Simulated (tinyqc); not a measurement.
Worked calculation: plane-wave Kohn-Sham cycle with exchange-only LDA in a layered model solid. One step of it, computed by the program tinyqc.

Problem. Iteration 1: potential. V_H(G) = 4 pi rho(G)/G^2 for G != 0 (uniform background); v_x = -(3 rho/pi)^(1/3); V = V_ext + V_H + v_x; Fourier components f(G_m) = (1/N) sum_j f(x_j) exp(-i G_m x_j).

A solid whose potential varies along x alone (atomic units):
```
parameter,value
period a,5.800000
cross-section of the cell,9.000000
electrons per cell,2
grid points,16
"plane waves -n..n, n",3
k points,1
V1 in V1 cos(2 pi x/a),-0.250000
V2 in V2 cos(4 pi x/a),0.110000
```

density at the start, on the grid x_j = j a/N (e/bohr^3): 0.03831418  0.03831418  0.03831418  0.03831418  0.03831418  0.03831418  0.03831418  0.03831418  0.03831418  0.03831418  0.03831418  0.03831418  0.03831418  0.03831418  0.03831418  0.03831418

Give: Potentials on the grid; V(G_m), m = 0, 1, 2, ....

Solution.

Potentials on the grid (hartree):
```
x,V_ext,V_H,v_x,V
0.000,-0.140,0.000,-0.332,-0.472
0.362,-0.153,0.000,-0.332,-0.485
0.725,-0.177,0.000,-0.332,-0.509
1.087,-0.173,0.000,-0.332,-0.505
1.450,-0.110,0.000,-0.332,-0.442
1.812,0.018,0.000,-0.332,-0.314
2.175,0.177,0.000,-0.332,-0.155
2.538,0.309,0.000,-0.332,-0.023
2.900,0.360,0.000,-0.332,0.028
3.263,0.309,0.000,-0.332,-0.023
3.625,0.177,0.000,-0.332,-0.155
3.987,0.018,0.000,-0.332,-0.314
4.350,-0.110,0.000,-0.332,-0.442
4.713,-0.173,0.000,-0.332,-0.505
5.075,-0.177,0.000,-0.332,-0.509
5.438,-0.153,0.000,-0.332,-0.485
```

V(G_m), m = 0, 1, 2, ... (hartree): -0.332  -0.125  0.055  0.000  0.000  0.000  0.000
